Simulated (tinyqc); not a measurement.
What each parameter does: overlap of hydrogenic dopants: pairs, impurity band and the Mott density.

Ry* = Ry m/eps^2, aB = a0 eps/m. For 1s orbitals a distance rho = R/aB apart, in Ry*: overlap S = exp(-rho)(1 + rho + rho^2/3), J = (2/rho)(1 - (1 + rho) exp(-2 rho)) (attraction to the other ion), Kx = 2 (1 + rho) exp(-rho) (exchange of one electron). One electron on a pair has E = -1 - (J +/- Kx)/(1 +/- S), without the repulsion 2/rho of the ions. Hopping after orthogonalisation: t = (Kx - S J)/(1 - S^2), half the splitting. Dopants on a lattice with z neighbours, n = 1/R^3 (simple cubic), give a band of width B = 2 z t, as on any lattice of two interpenetrating sublattices. Valleys, central cells and disorder are left out.

Constants: Ry = 13.60569312 eV; a0 (Bohr radius) = 0.5291772105 angstrom.

Inputs chosen for the exercise (an isotropic mass and dielectric constant of the size used for donors in Ge; the results hold for these values, not for the real material): m = 0.119 m0 (mass); eps = 15.6 (dielectric constant); rho = 3.4 aB (distance of a pair); N = 0.0084 1/aB^3 (dopant density); z = 6 (neighbours in the dopant lattice).

At fixed N in units of 1/aB^3 and fixed rho: Ry*, 2t of the pair, B of the lattice and the density in 1e18/cm^3 (1/angstrom^3 = 1e24/cm^3).

Results for these values:
```
case  Ry* (meV)  2t (meV)  B (meV)  density (1e18/cm^3)
base      6.653    1.9071    3.627              0.02516
```

What happens to each result for eps = 17.16, all else kept?

Answer: Ry* falls from 6.653 to 5.498; 2t falls from 1.9071 to 1.5761; B falls from 3.627 to 2.997; density falls from 0.02516 to 0.01890.

The same for each parameter in turn:
```
case               Ry* (meV)  2t (meV)  B (meV)  density (1e18/cm^3)
base                   6.653    1.9071    3.627              0.02516
m = 0.1309 m0          7.318    2.0979    3.989              0.03349
eps = 17.16            5.498    1.5761    2.997              0.01890
rho = 3.9 aB           6.653    1.3189    3.627              0.02516
N = 0.0126 1/aB^3      6.653    1.9071    5.866              0.03774
```

Run: tinyqc, `OMP_NUM_THREADS=1 python tinyqc.py 1481396 1481397 out.jsonl`; Intel(R) Xeon(R) Processor @ 2.30GHz, one thread, shared host; about 0.01 s of CPU time with all checks.
